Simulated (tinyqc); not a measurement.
Cylindrical quantum wire, step by step. Values are carried at full precision from step to step, so a last printed digit may differ when a step is redone from the rounded ones.

With hard walls E = c (x/R)^2/mw, x a zero of J_m: (1,0) 2.404826; (2,0) 5.520078; (1,1) 3.831706; (2,1) 7.015587; (1,2) 5.135622; (2,2) 8.417244; (1,3) 6.380162; (2,3) 9.761023.

Constants: hbar^2/2m0 = 3.80998211 eV angstrom^2.

Parameters, chosen for this exercise (near those of a non-polar GaN wire in AlN; not measured data): R = 20 angstrom (radius); mw = 0.197 m0 (mass inside); V0 = 1.906 eV (barrier height); mb = 0.306 m0 (mass outside); E = 0.1608 eV (trial energy).

## Hard-wall levels

The six lowest of these, with their orbital degeneracy; c = hbar^2/2m0.

Hard walls:
```
state  degeneracy       x  E (eV)
(1,0)           1  2.4048  0.2796
(1,1)           2  3.8317  0.7099
(1,2)           2  5.1356  1.2752
(2,0)           1  5.5201  1.4733
(1,3)           2  6.3802  1.9682
(2,1)           2  7.0156  2.3797
```

The ballistic conductance steps are 2, 4, 4, 2 e^2/h as EF passes the first four edges (spin included, one valley). The real barrier, V0 = 1.906 eV, lies below 2 values at the end of the list.

## The matching condition at a trial energy

A cylinder of radius R, isotropic masses, c = hbar^2/2m0, k = sqrt(mw E/c), kappa = sqrt(mb (V0 - E)/c). State (n, m) is J_m(k r) inside and K_m(kappa r) outside; psi and psi'/m are continuous: (k/mw) J_m'(kR)/J_m(kR) = (kappa/mb) K_m'(kappa R)/K_m(kappa R).

Both sides for the lowest state, with J_0' = -J_1 and K_0' = -K_1.

k R = 1.8237
kappa R = 7.4878
left side = -0.8255 1/angstrom
right side = -1.3028 1/angstrom

The left side falls with E and the right side rises; here the left is the larger, so the level lies above the trial energy.

## Bound levels

All roots below V0 for angular numbers 0 to 3, two each at most; the last column is the ratio to the hard-wall level.

Finite barrier:
```
state  degeneracy  E (eV)     k R  E/E(hard)
(1,0)           1  0.1926  1.9958      0.689
(1,1)           2  0.4883  3.1780      0.688
(1,2)           2  0.8720  4.2468      0.684
(2,0)           1  1.0105  4.5716      0.686
(1,3)           2  1.3294  5.2435      0.675
(2,1)           2  1.6006  5.7536      0.673
```

6 levels of these are bound; the lowest reaches 69 % of its hard-wall value.

## Checks

- Lowest level by radial finite differences against the matching condition, eV: both 0.1926.

Computed by tinyqc, a small Python program: `OMP_NUM_THREADS=1 python tinyqc.py 1250975 1250976 out.jsonl` (the numbers bound the seed that draws the inputs); one thread of a shared host (Intel(R) Xeon(R) Processor @ 2.30GHz), about 0.02 s for the whole set of steps.
